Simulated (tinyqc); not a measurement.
Estimate of lattice thermal conductivity from elastic moduli (Slack, Klemens and Cahill formulas): one step, computed by the program tinyqc.

An isotropic solid.

Question. Minimum conductivity. Cahill minimum: kappa_min = (pi/6)^(1/3) k_B V^(-2/3) sum over L, T, T of v (T/Theta_i)^2 int_0^(Theta_i/T) x^3 e^x/(e^x - 1)^2 dx, Theta_i = Theta v_i/v_m (64 Gauss-Legendre points). Its high-temperature limit is (1/2) (pi/6)^(1/3) k_B V^(-2/3) (vL + 2 vT).

Inputs (values chosen for the exercise, for a model crystal): volume per atom V = 21.4 angstrom^3; temperature T = 300 K.

Grueneisen parameter: from thermal expansion.

vL = 7745.676 m/s

vT = 4834.463 m/s

Debye temperature Theta = 571.1823 K

v_m = 5326.429 m/s

kappa of the polycrystal = 25.24641 W/(m K)

Constants: k_B = 1.380649e-23 J/K.

Give: kappa_min; its high-temperature limit; kappa_poly/kappa_min.

Answer.

kappa_min = 1.0366 W/(m K)

its high-temperature limit = 1.2571 W/(m K)

kappa_poly/kappa_min = 24.354

Caution: T lies below Theta_a, where umklapp processes begin to freeze out and the Slack formula can fall short.
